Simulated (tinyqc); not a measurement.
From results back to parameters: recursion (Haydock) method for the local density of states: surface site of a square lattice. Three cases, with inputs chosen for the exercise.

Problem. A local density has moments mu1 = a0, mu2 = a0^2 + b1^2 and, for a1 = a2 = 0, mu4 = a0^4 + 3 a0^2 b1^2 + b1^4 + b1^2 b2^2; b1^2 = (number of neighbours) t^2. The moments come from a hidden site.

Case 1.

Values chosen: t = 0.85 eV (hopping).

mu1, mu2, mu4 (eV^n): 0.00000  2.16750  10.44013

Case 2.

Values chosen: t = 1 eV (hopping).

mu1, mu2, mu4 (eV^n): 0.00000  3.00000  20.00000

Case 3.

Values chosen: t = 1.15 eV (hopping).

mu1, mu2, mu4 (eV^n): 0.00000  3.96750  34.98013

Find: a0, b1, b2; neighbours.

Solution. Take the moments in turn: mu1 gives a0, mu2 gives b1, mu4 gives b2.

Case 1.

a0, b1, b2 (eV): 0.000  1.472  1.628

neighbours = 3

Case 2.

a0, b1, b2 (eV): 0.000  1.732  1.915

neighbours = 3

Case 3.

a0, b1, b2 (eV): 0.000  1.992  2.202

neighbours = 3

Computed by tinyqc, one run a case: `OMP_NUM_THREADS=1 python tinyqc.py N N+1 out.jsonl` with N = 1480028, 1480518, 1480896; one thread of a shared Intel(R) Xeon(R) Processor @ 2.30GHz, about 0.01 s a run at most.
